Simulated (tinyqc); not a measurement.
What sets the screening length: static screening by free carriers.

kF = (3 pi^2 n/Mv)^(1/3), EF = c kF^2/m with c = hbar^2/2m0, n in 1/angstrom^3 (1e-24 per 1/cm^3), e2 = e^2/(4 pi eps0). Thomas-Fermi: qTF^2 = 6 pi e2 n/(eps EF). Debye: qD^2 = 4 pi e2 n/(eps kB T).

F_j(eta) = (1/Gamma(j + 1)) integral_0^infinity x^j dx/(1 + exp(x - eta)), which tends to exp(eta) for eta << 0.

At finite T: qs^2 = qD^2 F_-1/2(eta)/F_1/2(eta), where n = Mv N F_1/2(eta) and N = 2 (m kB T/(4 pi c))^(3/2) with c = hbar^2/2m0, in 1/angstrom^3; times 1e24 for 1/cm^3.

Constants: hbar^2/2m0 = 3.80998211 eV angstrom^2; e^2/(4 pi eps0) = 14.39964547 eV angstrom; kB = 8.617333262e-05 eV/K.

Inputs chosen for the exercise (near those of GaAs; shifted at random, so the results belong to these values and not to a real crystal): n = 1.1e+16 1/cm^3 (carrier density); m = 0.0661 m0 (mass of one isotropic valley); Mv = 1 (valleys); eps = 12.9 (background dielectric constant); T = 300 K.

All results formed anew.

Results for these values:
```
case,Debye (angstrom),Thomas-Fermi (angstrom),finite T (angstrom)
base,409.3,108.6,411.2
```

What happens to each result for m = 0.0859 m0, all else kept?

Answer: Debye does not change at the printed digits; Thomas-Fermi falls from 108.6 to 95.24; finite T falls from 411.2 to 410.6.

The same for each parameter in turn:
```
case,Debye (angstrom),Thomas-Fermi (angstrom),finite T (angstrom)
base,409.3,108.6,411.2
n = 2.2e+16 1/cm^3,289.4,96.73,292.1
m = 0.0859 m0,409.3,95.24,410.6
eps = 15.48,448.4,118.9,450.4
T = 360 K,448.4,108.6,449.9
Mv = 2,409.3,86.18,410.3
```

(tinyqc, `OMP_NUM_THREADS=1 python tinyqc.py 1651626 1651627 out.jsonl`, Intel(R) Xeon(R) Processor @ 2.30GHz, 1 thread, shared host, about 0.01 s.)
